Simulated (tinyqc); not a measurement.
ROHF in the sto-3g basis, for H3, spin multiplicity 2, step by step. Computed by tinyqc, a small Python program that keeps every step (integrals from PySCF). Settings: charge = 0, multiplicity = 2, basis = sto-3g, energy threshold = 1e-09, iteration cap = 65, orthogonalisation = canonical, start = highest core orbitals, DIIS depth = 3, method = ROHF. Command: `OMP_NUM_THREADS=1 python tinyqc.py 31067 31068 out.jsonl` (the two numbers bound the seeds that draw the settings). One thread of a shared host (Intel(R) Xeon(R) Processor @ 2.60GHz), about 0.03 s of CPU time with the checks. Later iterations appear only in the table of the cycle.

## One-electron integrals

Geometry (angstrom):
```
atom       x       y        z
H     0.0000  0.0000   0.0000
H     0.0000  0.0000   1.1470
H     0.0000  0.0000  -1.1470
```

Basis sto-3g: exponents (1/bohr^2) and contraction coefficients of normalised primitives:
```
element  l (shell)  exponent  coefficient
H            s (1)    3.4253       0.1543
H            s (1)    0.6239       0.5353
H            s (1)    0.1689       0.4446
```

Overlap, kinetic and nuclear-attraction integrals over the contracted functions; the nuclear repulsion is the sum of Za Zb / Rab.

nuclear repulsion = 1.153394 hartree

overlap S, order 1H 1s, 2H 1s, 3H 1s:
$$\begin{pmatrix}
1.0000 & 0.4143 & 0.4143 \\
0.4143 & 1.0000 & 0.0721 \\
0.4143 & 0.0721 & 1.0000
\end{pmatrix}$$

kinetic energy T (hartree), order 1H 1s, 2H 1s, 3H 1s:
$$\begin{pmatrix}
0.7600 & 0.0655 & 0.0655 \\
0.0655 & 0.7600 & -0.0115 \\
0.0655 & -0.0115 & 0.7600
\end{pmatrix}$$

nuclear attraction V (hartree), order 1H 1s, 2H 1s, 3H 1s:
$$\begin{pmatrix}
-2.1334 & -0.7497 & -0.7497 \\
-0.7497 & -1.9107 & -0.1208 \\
-0.7497 & -0.1208 & -1.9107
\end{pmatrix}$$

core Hamiltonian H = T + V (hartree), order 1H 1s, 2H 1s, 3H 1s:
$$\begin{pmatrix}
-1.3734 & -0.6842 & -0.6842 \\
-0.6842 & -1.1507 & -0.1323 \\
-0.6842 & -0.1323 & -1.1507
\end{pmatrix}$$

## Two-electron integrals

Functions are numbered as in S; the eight-fold symmetry (ij|kl) = (ji|kl) = (kl|ij) leaves the list below.

Two-electron integrals (ij|kl) in chemists' order, unique and non-zero (hartree):
```
(11|11) 0.7746   (21|11) 0.2467   (21|21) 0.1060   (22|11) 0.4328
(22|21) 0.2467   (22|22) 0.7746   (31|11) 0.2467   (31|21) 0.0736
(31|22) 0.1281   (31|31) 0.1060   (32|11) 0.0413   (32|21) 0.0151
(32|22) 0.0313   (32|31) 0.0151   (32|32) 0.0026   (33|11) 0.4328
(33|21) 0.1281   (33|22) 0.2304   (33|31) 0.2467   (33|32) 0.0313
(33|33) 0.7746
```

## Orthogonalisation

S = U s U^T; canonical form X = U s^(-1/2), so that X^T S X = 1. Each column of U has its largest component positive (the first on a tie).

eigenvalues of S: [0.4490, 0.9279, 1.6231]

X, order 1H 1s, 2H 1s, 3H 1s:
$$\begin{pmatrix}
1.0872 & 0.0000 & 0.5377 \\
-0.7229 & 0.7341 & 0.4043 \\
-0.7229 & -0.7341 & 0.4043
\end{pmatrix}$$

## Starting guess

The start is the highest orbitals of the core Hamiltonian (a deliberately bad start); D(s) = C_occ C_occ^T for each spin.

D(alpha) at the start, order 1H 1s, 2H 1s, 3H 1s:
$$\begin{pmatrix}
0.9271 & -0.7581 & -0.7581 \\
-0.7581 & 1.1588 & 0.0811 \\
-0.7581 & 0.0811 & 1.1588
\end{pmatrix}$$

D(beta) at the start, order 1H 1s, 2H 1s, 3H 1s:
$$\begin{pmatrix}
0.9271 & -0.7581 & -0.7581 \\
-0.7581 & 0.6199 & 0.6199 \\
-0.7581 & 0.6199 & 0.6199
\end{pmatrix}$$

## Iteration 1: building the Fock matrix

J_ij = sum D_kl (ij|kl) with D = D(alpha) + D(beta), K_ij = sum D_kl (ik|jl) for each spin; F = H + J - K(s); E = tr D H + tr D J / 2 - 0.5 sum_s tr D(s) K(s) + E_nn.

Coulomb J (hartree), order 1H 1s, 2H 1s, 3H 1s:
$$\begin{pmatrix}
1.5377 & 0.6008 & 0.6008 \\
0.6008 & 1.4974 & 0.0998 \\
0.6008 & 0.0998 & 1.4974
\end{pmatrix}$$

exchange K(alpha) (hartree), order 1H 1s, 2H 1s, 3H 1s:
$$\begin{pmatrix}
0.2275 & 0.0482 & 0.0482 \\
0.0482 & 0.6069 & -0.0575 \\
0.0482 & -0.0575 & 0.6069
\end{pmatrix}$$

exchange K(beta) (hartree), order 1H 1s, 2H 1s, 3H 1s:
$$\begin{pmatrix}
0.1927 & -0.0157 & -0.0157 \\
-0.0157 & 0.2218 & 0.0343 \\
-0.0157 & 0.0343 & 0.2218
\end{pmatrix}$$

F(alpha) (hartree), order 1H 1s, 2H 1s, 3H 1s:
$$\begin{pmatrix}
-0.0632 & -0.1316 & -0.1316 \\
-0.1316 & -0.2601 & 0.0250 \\
-0.1316 & 0.0250 & -0.2601
\end{pmatrix}$$

F(beta) (hartree), order 1H 1s, 2H 1s, 3H 1s:
$$\begin{pmatrix}
-0.0284 & -0.0677 & -0.0677 \\
-0.0677 & 0.1249 & -0.0668 \\
-0.0677 & -0.0668 & 0.1249
\end{pmatrix}$$

total energy of this density = -0.188174 hartree

## Iteration 1: Roothaan effective Fock matrix

With projectors Pc = D(beta) S, Po = (D(alpha) - D(beta)) S, Pv = 1 - D(alpha) S, the block xy is Px^T F Py; with Fc = (F(alpha) + F(beta))/2, the blocks are Fc for cc, oo, vv and cv, F(beta) for co and F(alpha) for ov.

effective F (hartree), order 1H 1s, 2H 1s, 3H 1s:
$$\begin{pmatrix}
-0.0458 & -0.0996 & -0.0996 \\
-0.0996 & -0.0676 & -0.0209 \\
-0.0996 & -0.0209 & -0.0676
\end{pmatrix}$$

## Iteration 1: diagonalisation and new density

Diagonalise F' = X^T F X, C = X C', fill 2 alpha and 1 beta electrons from the bottom; D(s) = C_occ C_occ^T. Each column has its largest component positive (the first on a tie).

F' = X^T F X (hartree):
$$\begin{pmatrix}
0.1666 & 0.0000 & 0.0148 \\
0.0000 & -0.0503 & 0.0000 \\
0.0148 & 0.0000 & -0.1288
\end{pmatrix}$$

orbital energies (hartree): MO1 -0.1295, MO2 -0.0503, MO3 0.1673

coefficients C, order 1H 1s, 2H 1s, 3H 1s:
$$\begin{pmatrix}
0.4827 & 0.0000 & 1.1127 \\
0.4400 & 0.7341 & -0.7018 \\
0.4400 & -0.7341 & -0.7018
\end{pmatrix}$$

D(alpha) after iteration 1, order 1H 1s, 2H 1s, 3H 1s:
$$\begin{pmatrix}
0.2330 & 0.2124 & 0.2124 \\
0.2124 & 0.7324 & -0.3453 \\
0.2124 & -0.3453 & 0.7324
\end{pmatrix}$$

D(beta) after iteration 1, order 1H 1s, 2H 1s, 3H 1s:
$$\begin{pmatrix}
0.2330 & 0.2124 & 0.2124 \\
0.2124 & 0.1936 & 0.1936 \\
0.2124 & 0.1936 & 0.1936
\end{pmatrix}$$

## Iteration 2: building the Fock matrix

As before.

Coulomb J (hartree), order 1H 1s, 2H 1s, 3H 1s:
$$\begin{pmatrix}
1.5692 & 0.6100 & 0.6100 \\
0.6100 & 1.4413 & 0.1022 \\
0.6100 & 0.1022 & 1.4413
\end{pmatrix}$$

exchange K(alpha) (hartree), order 1H 1s, 2H 1s, 3H 1s:
$$\begin{pmatrix}
0.4944 & 0.3386 & 0.3386 \\
0.3386 & 0.6835 & 0.0434 \\
0.3386 & 0.0434 & 0.6835
\end{pmatrix}$$

exchange K(beta) (hartree), order 1H 1s, 2H 1s, 3H 1s:
$$\begin{pmatrix}
0.4596 & 0.2747 & 0.2747 \\
0.2747 & 0.2985 & 0.1352 \\
0.2747 & 0.1352 & 0.2985
\end{pmatrix}$$

F(alpha) (hartree), order 1H 1s, 2H 1s, 3H 1s:
$$\begin{pmatrix}
-0.2986 & -0.4128 & -0.4128 \\
-0.4128 & -0.3929 & -0.0735 \\
-0.4128 & -0.0735 & -0.3929
\end{pmatrix}$$

F(beta) (hartree), order 1H 1s, 2H 1s, 3H 1s:
$$\begin{pmatrix}
-0.2638 & -0.3489 & -0.3489 \\
-0.3489 & -0.0078 & -0.1653 \\
-0.3489 & -0.1653 & -0.0078
\end{pmatrix}$$

total energy of this density = -1.478215 hartree

## Iteration 2: Roothaan effective Fock matrix

As before.

effective F (hartree), order 1H 1s, 2H 1s, 3H 1s:
$$\begin{pmatrix}
-0.2812 & -0.3809 & -0.3809 \\
-0.3809 & -0.2004 & -0.1194 \\
-0.3809 & -0.1194 & -0.2004
\end{pmatrix}$$

## Iteration 2: DIIS over 2 matrices

error matrix X^T (FDS - SDF) X:
$$\begin{pmatrix}
0.0000 & 0.0000 & -0.1369 \\
0.0000 & 0.0000 & 0.0000 \\
0.1369 & 0.0000 & 0.0000
\end{pmatrix}$$

B (overlaps of the stored error matrices):
$$\begin{pmatrix}
3.8840116e-02 & 3.8148657e-02 \\
3.8148657e-02 & 3.7469508e-02
\end{pmatrix}$$

Minimise |sum c_i e_i|^2 with sum c_i = 1: solve [B -1; -1 0][c; lambda] = [0; -1] with B_ij = tr e_i^T e_j, and take F = sum c_i F_i.

DIIS coefficients: [-55.1712, 56.1712]

extrapolated F (hartree), order 1H 1s, 2H 1s, 3H 1s:
$$\begin{pmatrix}
-13.2704 & -15.8979 & -15.8979 \\
-15.8979 & -7.5252 & -5.5571 \\
-15.8979 & -5.5571 & -7.5252
\end{pmatrix}$$

## Iteration 2: diagonalisation and new density

As before.

F' = X^T F X (hartree):
$$\begin{pmatrix}
20.6194 & 0.0000 & -1.7281 \\
0.0000 & -2.1211 & 0.0000 \\
-1.7281 & 0.0000 & -21.9399
\end{pmatrix}$$

orbital energies (hartree): MO1 -22.0099, MO2 -2.1211, MO3 20.6894

coefficients C, order 1H 1s, 2H 1s, 3H 1s:
$$\begin{pmatrix}
0.5813 & 0.0000 & 1.0645 \\
0.3747 & 0.7341 & -0.7387 \\
0.3747 & -0.7341 & -0.7387
\end{pmatrix}$$

D(alpha) after iteration 2, order 1H 1s, 2H 1s, 3H 1s:
$$\begin{pmatrix}
0.3379 & 0.2178 & 0.2178 \\
0.2178 & 0.6793 & -0.3985 \\
0.2178 & -0.3985 & 0.6793
\end{pmatrix}$$

D(beta) after iteration 2, order 1H 1s, 2H 1s, 3H 1s:
$$\begin{pmatrix}
0.3379 & 0.2178 & 0.2178 \\
0.2178 & 0.1404 & 0.1404 \\
0.2178 & 0.1404 & 0.1404
\end{pmatrix}$$

## Iteration 3: building the Fock matrix

As before.

Coulomb J (hartree), order 1H 1s, 2H 1s, 3H 1s:
$$\begin{pmatrix}
1.6417 & 0.6227 & 0.6227 \\
0.6227 & 1.4268 & 0.1043 \\
0.6227 & 0.1043 & 1.4268
\end{pmatrix}$$

exchange K(alpha) (hartree), order 1H 1s, 2H 1s, 3H 1s:
$$\begin{pmatrix}
0.5620 & 0.3465 & 0.3465 \\
0.3465 & 0.6529 & 0.0370 \\
0.3465 & 0.0370 & 0.6529
\end{pmatrix}$$

exchange K(beta) (hartree), order 1H 1s, 2H 1s, 3H 1s:
$$\begin{pmatrix}
0.5271 & 0.2827 & 0.2827 \\
0.2827 & 0.2678 & 0.1288 \\
0.2827 & 0.1288 & 0.2678
\end{pmatrix}$$

F(alpha) (hartree), order 1H 1s, 2H 1s, 3H 1s:
$$\begin{pmatrix}
-0.2937 & -0.4081 & -0.4081 \\
-0.4081 & -0.3767 & -0.0650 \\
-0.4081 & -0.0650 & -0.3767
\end{pmatrix}$$

F(beta) (hartree), order 1H 1s, 2H 1s, 3H 1s:
$$\begin{pmatrix}
-0.2589 & -0.3442 & -0.3442 \\
-0.3442 & 0.0084 & -0.1568 \\
-0.3442 & -0.1568 & 0.0084
\end{pmatrix}$$

total energy of this density = -1.487881 hartree

## Iteration 3: Roothaan effective Fock matrix

As before.

effective F (hartree), order 1H 1s, 2H 1s, 3H 1s:
$$\begin{pmatrix}
-0.2763 & -0.3762 & -0.3762 \\
-0.3762 & -0.1842 & -0.1109 \\
-0.3762 & -0.1109 & -0.1842
\end{pmatrix}$$

## Iteration 3: DIIS over 3 matrices

error matrix X^T (FDS - SDF) X:
$$\begin{pmatrix}
0.0000 & 0.0000 & 0.0307 \\
0.0000 & 0.0000 & 0.0000 \\
-0.0307 & 0.0000 & 0.0000
\end{pmatrix}$$

B (overlaps of the stored error matrices):
$$\begin{pmatrix}
3.8840116e-02 & 3.8148657e-02 & -8.5474538e-03 \\
3.8148657e-02 & 3.7469508e-02 & -8.3952860e-03 \\
-8.5474538e-03 & -8.3952860e-03 & 1.8810183e-03
\end{pmatrix}$$

As before.

DIIS coefficients: [0.0855, 0.0962, 0.8182]

extrapolated F (hartree), order 1H 1s, 2H 1s, 3H 1s:
$$\begin{pmatrix}
-0.2570 & -0.3530 & -0.3530 \\
-0.3530 & -0.1758 & -0.1040 \\
-0.3530 & -0.1040 & -0.1758
\end{pmatrix}$$

## Iteration 3: diagonalisation and new density

As before.

F' = X^T F X (hartree):
$$\begin{pmatrix}
0.5134 & 0.0000 & -0.0226 \\
0.0000 & -0.0773 & 0.0000 \\
-0.0226 & 0.0000 & -0.4727
\end{pmatrix}$$

orbital energies (hartree): MO1 -0.4733, MO2 -0.0773, MO3 0.5139

coefficients C, order 1H 1s, 2H 1s, 3H 1s:
$$\begin{pmatrix}
0.5625 & 0.0000 & 1.0746 \\
0.3877 & 0.7341 & -0.7320 \\
0.3877 & -0.7341 & -0.7320
\end{pmatrix}$$

D(alpha) after iteration 3, order 1H 1s, 2H 1s, 3H 1s:
$$\begin{pmatrix}
0.3164 & 0.2181 & 0.2181 \\
0.2181 & 0.6892 & -0.3886 \\
0.2181 & -0.3886 & 0.6892
\end{pmatrix}$$

D(beta) after iteration 3, order 1H 1s, 2H 1s, 3H 1s:
$$\begin{pmatrix}
0.3164 & 0.2181 & 0.2181 \\
0.2181 & 0.1503 & 0.1503 \\
0.2181 & 0.1503 & 0.1503
\end{pmatrix}$$

## Iteration 6 (converged): orbitals

converged F (hartree), order 1H 1s, 2H 1s, 3H 1s:
$$\begin{pmatrix}
-0.2775 & -0.3774 & -0.3774 \\
-0.3774 & -0.1873 & -0.1126 \\
-0.3774 & -0.1126 & -0.1873
\end{pmatrix}$$

As before.

F' = X^T F X (hartree):
$$\begin{pmatrix}
0.5449 & 0.0000 & -0.0253 \\
0.0000 & -0.0805 & 0.0000 \\
-0.0253 & 0.0000 & -0.5065
\end{pmatrix}$$

orbital energies (hartree): MO1 -0.5071, MO2 -0.0805, MO3 0.5455

coefficients C, order 1H 1s, 2H 1s, 3H 1s:
$$\begin{pmatrix}
0.5637 & 0.0000 & 1.0739 \\
0.3868 & 0.7341 & -0.7324 \\
0.3868 & -0.7341 & -0.7324
\end{pmatrix}$$

D(alpha) after iteration 6, order 1H 1s, 2H 1s, 3H 1s:
$$\begin{pmatrix}
0.3177 & 0.2181 & 0.2181 \\
0.2181 & 0.6885 & -0.3892 \\
0.2181 & -0.3892 & 0.6885
\end{pmatrix}$$

D(beta) after iteration 6, order 1H 1s, 2H 1s, 3H 1s:
$$\begin{pmatrix}
0.3177 & 0.2181 & 0.2181 \\
0.2181 & 0.1496 & 0.1496 \\
0.2181 & 0.1496 & 0.1496
\end{pmatrix}$$

## Convergence

Stop when the energy changes by less than 1e-09 hartree and every element of the error matrix X^T (F D S - S D F) X is below 9e-06.

Course of the cycle:
```
iteration  E (hartree)     change  largest element of the error matrix
1            -0.188174          -                             1.39e-01
2            -1.478215  -1.29e+00                             1.37e-01
3            -1.487881  -9.67e-03                             3.07e-02
4            -1.488384  -5.03e-04                             2.07e-03
5            -1.488386  -2.30e-06                             7.65e-06
6            -1.488386  -3.14e-11                             2.03e-08
```

PySCF ROHF in the same basis = -1.488386 hartree

Converged in 6 iterations.

## Populations, bond orders and dipole

Mulliken: Z minus the diagonal of D S on the atom; Loewdin: the same with S^(1/2) D S^(1/2); Mayer order: 2 sum_s sum (D(s) S)_ij (D(s) S)_ji over the two atoms.

Charges (e):
```
atom  Mulliken  Loewdin  Mulliken spin
1H      0.0032   0.0134              0
2H     -0.0016  -0.0067         0.5000
3H     -0.0016  -0.0067         0.5000
```

Mayer bond orders:
```
pair   order
2-1   0.5000
3-1   0.5000
3-2   0.2500
```

dipole moment about the origin, x y z (debye): [0.0000, 0.0000, 0.0000]
